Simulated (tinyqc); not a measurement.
Capacitances against the space between lines.

Endless row of lines of width wl, height tl and space sl between grounded planes at distance hd; e2 fills the gaps beside the lines, e1 the rest. Laplace's equation is solved on meshes of 3, 6 and 12 steps per unit u and extrapolated (Aitken), which is good to about 0.2 %. C_even (all lines at 1 V) is the capacitance Cg to the planes; C_odd (neighbours in antiphase) = Cg + 4 Cc if only nearest neighbours couple, which defines Cc; total with quiet neighbours Cg + 2 Cc. Plate values 2 eps0 e1 wl/hd and eps0 e2 tl/sl.

Parameters, values chosen for the exercise:
```
symbol  value  unit                                          meaning
e1        2.4        relative permittivity above and below the lines
e2          7                relative permittivity between the lines
wl          6     u                           line width, in units u
tl         12     u                                      line height
hd          6     u                           distance to each plane
```

Constants: eps0 = 8.8541878128e-12 F/m. Results are converted to the units shown.

The same in every row: plate Cg (aF/um) = 42.5.

Capacitances against the space between lines:
```
sl (u)	Cg (aF/um)	Cc (aF/um)	Cg + 2 Cc (aF/um)	C_odd (aF/um)	plate Cc (aF/um)	share of coupling, 2 Cc/(Cg + 2 Cc) (%)
2	56.3	391	838	1.62e3	372	93.3
4	69.4	196	461	852	186	84.9
6	81.9	128	338	594	124	75.8
8	93.6	93.1	280	466	93.0	66.6
12	115	56.5	228	341	62.0	49.6
16	133	37.2	207	281	46.5	35.9
24	158	17.5	193	228	31.0	18.1
```

As sl goes from 2 to 24, Cg rises from 56.3 to 158 aF/um, Cc falls from 391 to 17.5 aF/um and the share of coupling falls from 93.3 to 18.1 %. Cg is 1.33 times its plate value in the first row and 3.72 times in the last; for Cc the ratios are 1.05 and 0.566. Neighbours in antiphase raise the load by a factor of 1.93 and 1.18 over quiet ones.

Program tinyqc, `OMP_NUM_THREADS=1 python tinyqc.py 2790111 2790112 out.jsonl`; Intel Xeon 2.30GHz, shared host, one thread, about 1 s.
